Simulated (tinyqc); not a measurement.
Band offset of a heterojunction with an interface dipole (two-band chains, self-consistent charge): one step. The line-up. Four cases, with inputs chosen for the exercise.

Question. Ev(right) - Ev(left) = D - (G2 - G1)/2 and Ec(right) - Ec(left) = D + (G2 - G1)/2, for D0, for the self-consistent D and for D = 0. Type I: the offsets have opposite signs; type III: one valence edge lies above the other conduction edge; else type II.

Give: Offsets (eV).

Case 1.

Values chosen (out of a larger set: gaps near those of Si and SiO2; the chains and D0 are free models, so the offsets are not those of the real pair; not measured data): G1 = 1.17 eV (gap on the left); G2 = 9.36 eV (gap on the right); D0 = -1.23 eV (mid-gap of the right side above that of the left, without dipole).

D = -1.061619 eV

Answer.

Offsets (eV):
```
case                            D  valence  conduction                 type
no dipole                  -1.230   -5.325       2.865  type I (straddling)
self-consistent            -1.062   -5.157       3.033  type I (straddling)
neutrality levels aligned   0.000   -4.095       4.095  type I (straddling)
```

Case 2.

Values chosen (out of a larger set: gaps near those of SiC and SiO2; the chains and D0 are free models, so the offsets are not those of the real pair; not measured data): G1 = 3.24 eV (gap on the left); G2 = 9.36 eV (gap on the right); D0 = -0.51 eV (mid-gap of the right side above that of the left, without dipole).

D = -0.460578 eV

Answer.

Offsets (eV):
```
case                            D  valence  conduction                 type
no dipole                  -0.510   -3.570       2.550  type I (straddling)
self-consistent            -0.461   -3.521       2.599  type I (straddling)
neutrality levels aligned   0.000   -3.060       3.060  type I (straddling)
```

Case 3.

Values chosen (out of a larger set: gaps near those of GaAs and AlAs; the chains and D0 are free models, so the offsets are not those of the real pair; not measured data): G1 = 1.49 eV (gap on the left); G2 = 2.28 eV (gap on the right); D0 = 0.3 eV (mid-gap of the right side above that of the left, without dipole).

D = 0.137145 eV

Answer.

Offsets (eV):
```
case                           D  valence  conduction                 type
no dipole                  0.300   -0.095       0.695  type I (straddling)
self-consistent            0.137   -0.258       0.532  type I (straddling)
neutrality levels aligned  0.000   -0.395       0.395  type I (straddling)
```

Case 4.

Values chosen (out of a larger set: gaps near those of InGaAs and InP; the chains and D0 are free models, so the offsets are not those of the real pair; not measured data): G1 = 0.78 eV (gap on the left); G2 = 1.3 eV (gap on the right); D0 = 0.19 eV (mid-gap of the right side above that of the left, without dipole).

D = 0.076777 eV

Answer.

Offsets (eV):
```
case                           D  valence  conduction                 type
no dipole                  0.190   -0.070       0.450  type I (straddling)
self-consistent            0.077   -0.183       0.337  type I (straddling)
neutrality levels aligned  0.000   -0.260       0.260  type I (straddling)
```

The dipole shifts both offsets alike and leaves the type.

Computed by tinyqc, one run a case: `OMP_NUM_THREADS=1 python tinyqc.py N N+1 out.jsonl` with N = 1480065, 1480287, 1480565, 1480755; one thread of a shared Intel(R) Xeon(R) Processor @ 2.30GHz, about 0.7 s a run at most.
